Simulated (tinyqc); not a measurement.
Finite square well with mass mismatch (envelope functions): sweeps and comparisons. A value that a table varies takes the place of the one given here.

A square well of width L and depth V0, mass mw inside and mb outside, energies from the bottom of the well, c = hbar^2/2m0. k = sqrt(mw E/c), kappa = sqrt(mb (V0 - E)/c). psi and psi'/m are continuous at the walls (BenDaniel-Duke), so level n solves k L + 2 atan[(k/mw)/(kappa/mb)] = n pi.

Non-parabolic bands: mw is replaced by mw (1 + alpha_w E) and mb by mb (1 - alpha_b (V0 - E)), in k, kappa and the matching condition alike.

Constants: hbar^2/2m0 = 3.80998211 eV angstrom^2.

Parameters, chosen for this exercise (near those of the light valleys of a Si film in SiO2; not measured data): V0 = 3.152 eV (barrier height); mw = 0.192 m0 (mass in the well); mb = 0.49 m0 (mass in the barrier); Ls = (8, 11, 16, 22, 31, 43, 60) angstrom (widths); L = 19 angstrom (well width); alpha_w = 0.55 1/eV (non-parabolicity in the well); alpha_b = 0.13 1/eV (non-parabolicity in the barrier).

## Width of the well

Levels against L, beside the infinite well E1(hard) = c (pi/L)^2/mw; Pb is the probability of level 1 in the barriers; a dash marks an unbound level.

Levels:
```
L (angstrom)  bound levels  E1 (eV)  E2 (eV)  E1(hard) (eV)     Pb
8                        2   0.8193   3.1480         3.0601  0.118
11                       2   0.5661   2.3927         1.6186  0.069
16                       3   0.3474   1.4540         0.7650  0.034
22                       3   0.2200   0.9051         0.4046  0.018
31                       4   0.1294   0.5251         0.2038  0.008
43                       6   0.0754   0.3039         0.1059  0.004
60                       8   0.0424   0.1700         0.0544  0.002
```

The infinite well overestimates E1 by a factor 3.74 at 8 angstrom and 1.28 at 60 angstrom. The local exponent d ln E1/d ln L goes from -1.16 (first two rows) to -1.73 (last two), towards the -2 of hard walls, as Pb falls from 0.118 to 0.002. E2 - E1 is largest at 8 angstrom of the widths listed. Non-parabolicity, which grows with the level, already counts at a few tenths of an eV, and levels above about 0.5 eV lie beyond a parabolic band.

## Levels of description

The same well five ways. mb = mw: the barrier takes the mass of the well. psi' continuous: kappa holds mb but the condition drops the masses, k L + 2 atan(k/kappa) = n pi. The last column is measured against BenDaniel-Duke.

Levels (eV):
```
model                E1      E2      E3  E1 - E1(BDD) (meV)
infinite walls   0.5425  2.1701  4.8827               269.8
mb = mw          0.3369  1.3101  2.7233                64.1
BenDaniel-Duke   0.2728  1.1307  2.5829                 0.0
psi' continuous  0.3939  1.4929  2.8650               121.2
non-parabolic    0.2821  0.9283  1.7015                 9.3
```

Hard walls put E1 269.8 meV too high. Ignoring the mass step moves it by +64.1 meV and the wrong matching by +121.2 meV: with mb/mw = 2.55, continuity of psi'/m lets the slope outside be 2.55 times the slope inside, which acts like a softer wall. Non-parabolicity shifts E1 by +9.3 meV, the balance of a heavier mass in the well, which lowers it, and a lighter mass deep in the barrier, which hardens the wall. Among the finite wells the largest departure in E1 is that of the model 'psi' continuous'.

## What each parameter does

Parabolic bands. Pb is the probability of level 1 in the barriers, (A^2/kappa)/(A^2/kappa + L/2 + sin(kL)/(2k)) with A = cos(kL/2). Each row changes one parameter from the base and keeps the others.

Results:
```
case             E1 (eV)  bound levels      Pb  V0 - E1 (eV)
base              0.2728             3  0.0242        2.8792
L = 21 angstrom   0.2357             3  0.0196        2.9163
V0 = 3.625 eV     0.2834             3  0.0209        3.3416
mw = 0.1728 m0    0.2860             3  0.0269        2.8660
mb = 0.392 m0     0.2883             3  0.0243        2.8637
```

The largest shifts from the base row, up to three for each result and ties (the steps differ in size, so this ranks the rows, not the parameters). E1 (eV): L -0.0370, mb +0.0156, mw +0.0132. bound levels: unchanged at the printed digits by L, V0, mw and mb. Pb: L -0.0046, V0 -0.0033, mw +0.0027. V0 - E1 (eV): V0 +0.4624, L +0.0370, mb -0.0156.

Program tinyqc; command `OMP_NUM_THREADS=1 python tinyqc.py 1251731 1251732 out.jsonl`; about 0.01 s on one thread of a shared Intel(R) Xeon(R) Processor @ 2.30GHz.
